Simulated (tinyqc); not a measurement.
# From ratio C_s/C_B back to segregation coefficient m = C(silicon)/C(oxide)

Model: dopant redistribution at a moving silicon-oxide interface during parabolic oxidation. Computed by tinyqc, a small Python program. Command: `OMP_NUM_THREADS=1 python tinyqc.py 3028667 3028668 out.jsonl segox inv`. One thread of a shared host (Intel(R) Xeon(R) Processor @ 2.30GHz), about 0.01 s of CPU time with the checks.

Uniformly doped silicon is oxidised with x_ox = sqrt(B t); the interface advances into the silicon by alpha x_ox, alpha = 0.44. The dopant does not move in the oxide, and at the interface C(silicon) = m C(oxide).

Inputs (values chosen for the exercise, modelled on phosphorus in silicon under dry oxygen):
```
quantity                           value    unit
dopant prefactor D0                 4.72  cm^2/s
dopant activation energy E          3.68      eV
oxidation prefactor B0               812  um^2/h
oxidation activation energy E_B     1.23      eV
bulk doping C_B                  2.4e+15  1/cm^3
temperature T                       1100       C
time t                               1.3       h
```

Constants: k_B = 8.617333262e-05 eV/K.

Method:
- D = D0 exp(-E/(k_B T)), converted with 1 cm^2/s = 3.6e11 um^2/h; B = B0 exp(-E_B/(k_B T)); s = alpha sqrt(B/(4 D)), the interface advance over 2 sqrt(D t).
- Temperatures in kelvin are T(C) + 273.15.
- With the dopant diffusivity D and s = alpha x_ox/(2 sqrt(D t)), in the silicon C = C_B + (C_s - C_B) erfc(y/(2 sqrt(D t)))/erfc(s), y from the original surface. Dopant balance at the interface gives C_s/C_B = 1/[1 + (1/(m alpha) - 1) g], g = sqrt(pi) s exp(s^2) erfc(s).

Problem. A run gave the result below. Find the segregation coefficient m = C(silicon)/C(oxide), known to lie between 5.7 and 12.

ratio C_s/C_B = 1.177487

Solution.

Each step takes the trial c = (a f_b - b f_a)/(f_b - f_a), f being the result less the target and a, b, c the logarithms of the listed values; c replaces end b, the old b replaces a if the sign of f changed, and otherwise f_a is halved.

Scan of the range:
```
segregation coefficient m = C(silicon)/C(oxide)  ratio C_s/C_B
5.70                                                   1.15817
6.45                                                   1.17247
7.31                                                   1.18555
8.27                                                   1.19719
9.36                                                   1.20770
10.60                                                  1.21718
12.00                                                  1.22566
```

False position (Illinois rule, in the logarithm of the input) inside the bracket:
```
step    end a    end b    trial  ratio C_s/C_B
1     6.45000  7.31000  6.76721        1.17765
2     6.45000  6.76721  6.74780        1.17734
3     6.76721  6.74780  6.75701        1.17749
4     6.74780  6.75701  6.75700        1.17749
```

Ratio C_s/C_B rises at every point of a 13-point scan of the range (every second point is shown), so one value fits; it is bracketed by 6.45 and 7.31. Answer: segregation coefficient m = C(silicon)/C(oxide) = 6.757.

Caution: in this case the oxide is not much thicker than a typical Deal-Grove length A, so real growth is slower than parabolic. Caution: parabolic growth needs an oxide much thicker than the Deal-Grove length A, which fails for thin films and low temperatures; oxidation-enhanced or retarded diffusion is ignored.
